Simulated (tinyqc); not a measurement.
Charge stability of a double quantum dot, constant-interaction model with a charge sensor: from two dots to one.

Capacitance matrix C = [[C1, -Cm], [-Cm, C2]], C1 = G1 + X1 + Cm + L1, C2 = G2 + X2 + Cm + L2. Gate charges n1 = (G1 V1 + X1 V2)/q, n2 = (X2 V1 + G2 V2)/q. The state (N1, N2) has U = (1/2) d^T E d with d = (N1 - n1, N2 - n2) and E = q^2 C^(-1). Leads at 0 V; no tunnel coupling, spin or level spacing. The sensor reads s1 <N1> + s2 <N2>.

The states (0,0), (1,0), (0,1) meet where E n = (EC1/2, EC2/2), and (1,1), (1,0), (0,1) where E n = (EC1/2 + ECm, EC2/2 + ECm); the gate voltages follow from n.

Inputs (values chosen for the exercise): gate 1 to dot 1 G1 = 1.8 aF; gate 2 to dot 2 G2 = 1.3 aF; gate 2 to dot 1 X1 = 0.28 aF; gate 1 to dot 2 X2 = 0.094 aF; dot 1 to leads and ground L1 = 9.1 aF; dot 2 to leads and ground L2 = 8.1 aF.

Constants: q = 1.602176634e-19 C. Results are converted to the units shown.

From two dots to one:
```
Cm (aF)  EC1 (meV)  ECm (meV)   ECm/EC1  separation of the triple points in n1 + n2
0.092        14.21     0.1364  0.009597                                     0.01760
0.21         14.07     0.3045   0.02164                                     0.03930
0.49         13.76     0.6752   0.04908                                     0.08712
1.1          13.17      1.367    0.1038                                      0.1764
2.7          12.06      2.671    0.2214                                      0.3446
6.1          10.76      4.208    0.3912                                      0.5430
14           9.516      5.670    0.5959                                      0.7317
33           8.636      6.706    0.7766                                      0.8654
76           8.166      7.259    0.8890                                      0.9367
```

What does the table show?

ECm/EC1 rises from 0.00960 to 0.889 (it equals Cm/C2), and the separation rises from 0.0176 to 0.937. Zero means a square lattice of independent dots; 1 means parallel lines one electron apart, as for a single large dot. EC1 falls from 14.2 to 8.17 meV.

Computed by the program tinyqc: `OMP_NUM_THREADS=1 python tinyqc.py 2470041 2470042 out.jsonl`, one thread of a shared Intel Xeon 2.30GHz, about 0.01 s for the whole run.
